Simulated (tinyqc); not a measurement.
LDA (VWN5) atom on a uniform radial grid, spin-unpolarised, for Li+, step by step. Computed by tinyqc, a small Python program that keeps every step. Settings: Z = 3, points = 64, R = 5.9, functional = lda,vwn, mixing = 1.0, iteration cap = 61. Command: `OMP_NUM_THREADS=1 python tinyqc.py 20168 20169 out.jsonl` (the two numbers bound the seeds that draw the settings). One thread of a shared host (Intel(R) Xeon(R) Processor @ 2.60GHz), about 0.02 s of CPU time with the checks. Later iterations appear only in the table of the cycle.

## Iteration 1

Spherical atom on a uniform radial grid r_j = j h with h = R/(N + 1), h sum u^2 = 1 and integrals as h times sums, u(0) = u(R) = 0 (atomic units):
```
parameter,value
Z,3
points N,64
R,5.900000
h,0.090769
mixing,1.000000
electrons in 1s,2
```

Three-point differences turn -u''/2 + [l(l+1)/2r^2 - Z/r + V] u = e u into a tridiagonal matrix (diagonal 1/h^2 + potential, off-diagonal -1/2h^2). D = sum f u^2; the Hartree potential y/r solves y'' = -D/r with y(0) = 0, y(R) = N_e; v_xc comes from rho = D/(4 pi r^2); E = sum f e - int D V + int D (V_H/2 + eps_xc); V(new) = V + mixing (V_H + v_xc - V).

eigenvalues (hartree): 1s -4.419536

Every 4th grid point:
```
r,V in,u(1s),D,V_H,v_xc
0.363077,0.000000,1.263446,3.192589,4.195628,-1.311174
0.726154,0.000000,0.861388,1.483979,2.638870,-0.665305
1.089231,0.000000,0.440456,0.388003,1.824193,-0.342426
1.452308,0.000000,0.200195,0.080156,1.375812,-0.178545
1.815385,0.000000,0.085305,0.014554,1.101549,-0.093828
2.178462,0.000000,0.034896,0.002435,0.918063,-0.049309
2.541538,0.000000,0.013878,0.000385,0.786923,-0.025722
2.904615,0.000000,0.005407,0.000058,0.688559,-0.013261
3.267692,0.000000,0.002073,0.000009,0.612053,-0.006751
3.630769,0.000000,0.000785,1.23e-06,0.550847,-0.003398
3.993846,0.000000,0.000294,1.73e-07,0.500770,-0.001696
4.356923,0.000000,0.000109,2.40e-08,0.459040,-0.000841
4.720000,0.000000,0.000040,3.26e-09,0.423729,-0.000414
5.083077,0.000000,0.000015,4.31e-10,0.393462,-0.000203
5.446154,0.000000,4.99e-06,4.98e-11,0.367232,-0.000095
5.809231,0.000000,7.83e-07,0,0.344280,-0.000027
```

total energy = -6.84663300 hartree

## Iteration 2

As before.

eigenvalues (hartree): 1s -1.926435

Every 4th grid point:
```
r,V in,u(1s),D,V_H,v_xc
0.363077,2.884454,1.137285,2.586833,3.767108,-1.226311
0.726154,1.973565,0.915396,1.675900,2.522263,-0.691046
1.089231,1.481766,0.582561,0.678754,1.797141,-0.406370
1.452308,1.197266,0.338967,0.229798,1.369915,-0.245209
1.815385,1.007721,0.188320,0.070929,1.100293,-0.150568
2.178462,0.868754,0.101812,0.020731,0.917797,-0.093525
2.541538,0.761201,0.054090,0.005852,0.786867,-0.058465
2.904615,0.675298,0.028396,0.001613,0.688547,-0.036627
3.267692,0.605302,0.014779,0.000437,0.612050,-0.022926
3.630769,0.547449,0.007641,0.000117,0.550847,-0.014311
3.993846,0.499075,0.003929,0.000031,0.500770,-0.008901
4.356923,0.458199,0.002008,0.000008,0.459040,-0.005512
4.720000,0.423314,0.001016,2.06e-06,0.423729,-0.003388
5.083077,0.393260,0.000499,4.98e-07,0.393462,-0.002041
5.446154,0.367137,0.000217,9.44e-08,0.367232,-0.001137
5.809231,0.344253,0.000039,3.02e-09,0.344280,-0.000352
```

total energy = -6.98743146 hartree

## Convergence

Stop when input and output potentials agree to 1e-7.

Course of the cycle (hartree):
```
iteration,E,e(1s),largest |V(out) - V(in)|
1,-6.84663300,-4.419536,3.59e+00
2,-6.98743146,-1.926435,6.32e-01
3,-6.99526667,-2.187792,1.53e-01
4,-6.99573677,-2.122069,3.74e-02
5,-6.99576489,-2.137963,9.15e-03
6,-6.99576658,-2.134062,2.24e-03
7,-6.99576668,-2.135016,5.48e-04
8,-6.99576668,-2.134783,1.34e-04
9,-6.99576669,-2.134840,3.28e-05
10,-6.99576669,-2.134826,8.03e-06
11,-6.99576669,-2.134829,1.96e-06
12,-6.99576669,-2.134829,4.81e-07
13,-6.99576669,-2.134829,1.18e-07
14,-6.99576669,-2.134829,2.88e-08
```

Converged in 14 iterations. A uniform grid resolves the cusp poorly: for a bare nucleus this grid gives 1s at -4.41954 against -Z^2/2 = -4.5 hartree. Before convergence this energy mixes input and output and is not variational, so it may rise towards its limit.
